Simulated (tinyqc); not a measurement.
RHF in the sto-6g basis, for BeH2, spin multiplicity 1, step by step. One step of it, computed by the program tinyqc.

Question. Iteration 2: building the Fock matrix. J_ij = sum D_kl (ij|kl), K_ij = sum D_kl (ik|jl); F = H + J - 0.5 K; E = tr D H + tr D J / 2 - 0.25 tr D K + E_nn.

D after iteration 1, order 1Be 1s, 1Be 2s, 1Be 2px, 1Be 2py, 1Be 2pz, 2H 1s, 3H 1s:
$$\begin{pmatrix}
2.070430 & -0.205401 & 0.000000 & -0.000206 & 0.000000 & -0.173853 & -0.169322 \\
-0.205401 & 0.683167 & 0.000000 & -0.016057 & 0.000000 & 0.438818 & 0.451820 \\
0.000000 & 0.000000 & 0.000000 & 0.000000 & 0.000000 & 0.000000 & 0.000000 \\
-0.000206 & -0.016057 & 0.000000 & 0.585892 & 0.000000 & 0.410092 & -0.416565 \\
0.000000 & 0.000000 & 0.000000 & 0.000000 & 0.000000 & 0.000000 & 0.000000 \\
-0.173853 & 0.438818 & 0.000000 & 0.410092 & 0.000000 & 0.584451 & -0.000552 \\
-0.169322 & 0.451820 & 0.000000 & -0.416565 & 0.000000 & -0.000552 & 0.580944
\end{pmatrix}$$

core Hamiltonian H = T + V (hartree), order 1Be 1s, 1Be 2s, 1Be 2px, 1Be 2py, 1Be 2pz, 2H 1s, 3H 1s:
$$\begin{pmatrix}
-8.716172 & -2.054306 & 0.000000 & -0.002166 & 0.000000 & -0.595759 & -0.494899 \\
-2.054306 & -2.804165 & 0.000000 & -0.009829 & 0.000000 & -1.299244 & -1.180294 \\
0.000000 & 0.000000 & -2.288281 & 0.000000 & 0.000000 & 0.000000 & 0.000000 \\
-0.002166 & -0.009829 & 0.000000 & -2.512204 & 0.000000 & -1.335647 & 1.249195 \\
0.000000 & 0.000000 & 0.000000 & 0.000000 & -2.288281 & 0.000000 & 0.000000 \\
-0.595759 & -1.299244 & 0.000000 & -1.335647 & 0.000000 & -2.237509 & -0.119324 \\
-0.494899 & -1.180294 & 0.000000 & 1.249195 & 0.000000 & -0.119324 & -2.148756
\end{pmatrix}$$

Two-electron integrals (ij|kl) in chemists' order, unique and non-zero (hartree):
```
(11|11) 2.299996    (21|11) 0.361879    (21|21) 0.071926    (22|11) 0.570332
(22|21) 0.139654    (22|22) 0.417773    (31|31) 0.015252    (32|31) 0.022555
(32|32) 0.092340    (33|11) 0.570332    (33|21) 0.139654    (33|22) 0.417773
(33|33) 0.450117    (41|41) 0.015252    (42|41) 0.022555    (42|42) 0.092340
(43|43) 0.024258    (44|11) 0.570332    (44|21) 0.139654    (44|22) 0.417773
(44|33) 0.401601    (44|44) 0.450117    (51|51) 0.015252    (52|51) 0.022555
(52|52) 0.092340    (53|53) 0.024258    (54|54) 0.024258    (55|11) 0.570332
(55|21) 0.139654    (55|22) 0.417773    (55|33) 0.401601    (55|44) 0.401601
(55|55) 0.450117    (61|11) 0.107286    (61|21) 0.020672    (61|22) 0.039849
(61|33) 0.039522    (61|41) 0.002038    (61|42) 0.003907    (61|44) 0.040502
(61|55) 0.039522    (61|61) 0.006282    (62|11) 0.228159    (62|21) 0.056580
(62|22) 0.180905    (62|33) 0.174437    (62|41) 0.007919    (62|42) 0.044365
(62|44) 0.193841    (62|55) 0.174437    (62|61) 0.017869    (62|62) 0.111478
(63|31) 0.005820    (63|32) 0.025560    (63|43) 0.007964    (63|63) 0.011049
(64|11) 0.235760    (64|21) 0.059275    (64|22) 0.198299    (64|33) 0.186690
(64|41) 0.012931    (64|42) 0.069507    (64|44) 0.221516    (64|55) 0.186690
(64|61) 0.019751    (64|62) 0.139702    (64|64) 0.182031    (65|51) 0.005820
(65|52) 0.025560    (65|54) 0.007964    (65|65) 0.011049    (66|11) 0.392919
(66|21) 0.099494    (66|22) 0.352669    (66|33) 0.327209    (66|41) 0.017386
(66|42) 0.121376    (66|44) 0.403588    (66|55) 0.327209    (66|61) 0.032710
(66|62) 0.269634    (66|64) 0.360271    (66|66) 0.774999    (71|11) 0.088874
(71|21) 0.017145    (71|22) 0.033126    (71|33) 0.032853    (71|41) -0.001695
(71|42) -0.003276   (71|44) 0.033672    (71|55) 0.032853    (71|61) 0.004721
(71|62) 0.012336    (71|64) 0.012346    (71|66) 0.021265    (71|71) 0.004323
(72|11) 0.204785    (72|21) 0.050889    (72|22) 0.164696    (72|33) 0.158588
(72|41) -0.007111   (72|42) -0.041175   (72|44) 0.176910    (72|55) 0.158588
(72|61) 0.013356    (72|62) 0.055500    (72|64) 0.054674    (72|66) 0.100121
(72|71) 0.013389    (72|72) 0.095202    (73|31) 0.005016    (73|32) 0.022558
(73|43) -0.007225   (73|63) 0.004333    (73|73) 0.008960    (74|11) -0.217403
(74|21) -0.054731   (74|22) -0.185179   (74|33) -0.174307   (74|41) 0.011535
(74|42) 0.064273    (74|44) -0.206924   (74|55) -0.174307   (74|61) -0.013783
(74|62) -0.056625   (74|64) -0.053122   (74|66) -0.099912   (74|71) -0.015137
(74|72) -0.121987   (74|74) 0.161721    (75|51) 0.005016    (75|52) 0.022558
(75|54) -0.007225   (75|65) 0.004333    (75|75) 0.008960    (76|11) 0.020129
(76|21) 0.004858    (76|22) 0.014318    (76|33) 0.014046    (76|41) -0.000016
(76|42) -0.000117   (76|44) 0.014863    (76|55) 0.014046    (76|61) 0.001393
(76|62) 0.006394    (76|64) 0.007156    (76|66) 0.013035    (76|71) 0.001163
(76|72) 0.005966    (76|74) -0.006901   (76|76) 0.000502    (77|11) 0.370926
(77|21) 0.094078    (77|22) 0.339254    (77|33) 0.314738    (77|41) -0.015774
(77|42) -0.116211   (77|44) 0.388286    (77|55) 0.314738    (77|61) 0.024298
(77|62) 0.106406    (77|64) 0.102664    (77|66) 0.192317    (77|71) 0.025666
(77|72) 0.247244    (77|74) -0.336764   (77|76) 0.013035    (77|77) 0.774999
```

nuclear repulsion = 3.27289233 hartree

Give: Coulomb J; exchange K; Fock matrix F; total energy of this density.

Answer.

Coulomb J (hartree), order 1Be 1s, 1Be 2s, 1Be 2px, 1Be 2py, 1Be 2pz, 2H 1s, 3H 1s:
$$\begin{pmatrix}
6.475 & 1.187 & 0.000 & 0.002 & 0.000 & 0.349 & 0.289 \\
1.187 & 2.656 & 0.000 & 0.005 & 0.000 & 1.204 & 1.095 \\
0.000 & 0.000 & 2.588 & 0.000 & 0.000 & 0.000 & 0.000 \\
0.002 & 0.005 & 0.000 & 2.793 & 0.000 & 1.352 & -1.260 \\
0.000 & 0.000 & 0.000 & 0.000 & 2.588 & 0.000 & 0.000 \\
0.349 & 1.204 & 0.000 & 1.352 & 0.000 & 2.498 & 0.095 \\
0.289 & 1.095 & 0.000 & -1.260 & 0.000 & 0.095 & 2.419
\end{pmatrix}$$

exchange K (hartree), order 1Be 1s, 1Be 2s, 1Be 2px, 1Be 2py, 1Be 2pz, 2H 1s, 3H 1s:
$$\begin{pmatrix}
4.647 & 0.753 & 0.000 & 0.000 & 0.000 & 0.232 & 0.193 \\
0.753 & 0.893 & 0.000 & 0.013 & 0.000 & 0.640 & 0.601 \\
0.000 & 0.000 & 0.163 & 0.000 & 0.000 & 0.000 & 0.000 \\
0.000 & 0.013 & 0.000 & 1.014 & 0.000 & 0.705 & -0.672 \\
0.000 & 0.000 & 0.000 & 0.000 & 0.163 & 0.000 & 0.000 \\
0.232 & 0.640 & 0.000 & 0.705 & 0.000 & 1.157 & 0.038 \\
0.193 & 0.601 & 0.000 & -0.672 & 0.000 & 0.038 & 1.112
\end{pmatrix}$$

Fock matrix F (hartree), order 1Be 1s, 1Be 2s, 1Be 2px, 1Be 2py, 1Be 2pz, 2H 1s, 3H 1s:
$$\begin{pmatrix}
-4.565 & -1.244 & 0.000 & -0.001 & 0.000 & -0.362 & -0.302 \\
-1.244 & -0.594 & 0.000 & -0.011 & 0.000 & -0.416 & -0.386 \\
0.000 & 0.000 & 0.218 & 0.000 & 0.000 & 0.000 & 0.000 \\
-0.001 & -0.011 & 0.000 & -0.227 & 0.000 & -0.337 & 0.325 \\
0.000 & 0.000 & 0.000 & 0.000 & 0.218 & 0.000 & 0.000 \\
-0.362 & -0.416 & 0.000 & -0.337 & 0.000 & -0.318 & -0.043 \\
-0.302 & -0.386 & 0.000 & 0.325 & 0.000 & -0.043 & -0.285
\end{pmatrix}$$

total energy of this density = -15.71571 hartree
